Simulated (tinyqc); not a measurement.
Finnis-Sinclair potential for a bcc metal: fit to cohesion and elasticity, then vacancy, surfaces and structure: one step, computed by the program tinyqc. Command: `OMP_NUM_THREADS=1 python tinyqc.py 3113568 3113569 out.jsonl fsfit walk`. One thread of a shared host (Intel(R) Xeon(R) Processor @ 2.30GHz), about 0.01 s of CPU time with the checks.

E = (1/2) sum V(r) - A sqrt(rho), rho = sum phi(r), phi = (r - d)^2 for r < d, V = (r - c)^2 (c0 + c1 r + c2 r^2) for r < c. In bcc the 8 first neighbours lie at sqrt(3) a/2 and the 6 second at a; both cut-offs lie below the third shell; Omega = a^3/2; E is per atom and z the number of atoms in a shell. The four constants A, c0, c1, c2 are fitted to E_c, zero pressure, B and C12 - C44 alone, so C44 and C11 - C12 are not matched singly; defects are unrelaxed.

Question. Three linear equations for c0, c1, c2. With v_k = (r - c)^2 r^k the rows are (1/2) sum z v_k, (1/2) sum z r v_k' and (1/2) sum z r^2 v_k''. With rho1 = sum z r phi' and rho2 = sum z r^2 phi'' the right-hand sides are: -E_c + A sqrt(rho) (cohesion); A rho1/(2 sqrt(rho)) (zero pressure); 9 B Omega + A [rho2/(2 sqrt(rho)) - rho1^2/(4 rho^(3/2))] with B = (C11 + 2 C12)/3.

Inputs (values chosen for the exercise, modelled on tantalum):
```
quantity             value      unit
lattice constant a   3.306  angstrom
cohesive energy E_c   7.95        eV
target C11             259       GPa
target C12             166       GPa
pair cut-off c/a     1.261         -
```

rho = 13.32526 angstrom^2

A = 2.525861 eV/angstrom

rho1 = -79.91868 angstrom^2

rho2 = 262.3113 angstrom^2

Constants: 1 eV/angstrom^3 = 160.2176634 GPa.

Give: matrix; right-hand side.

Answer.

matrix:
```
                  c0       c1       c2
cohesion        9.05    26.91    80.32
pressure      -47.02  -115.30  -271.60
bulk modulus  131.16   120.12  -314.01
```

right-hand side (eV): 1.27  -27.65  207.77
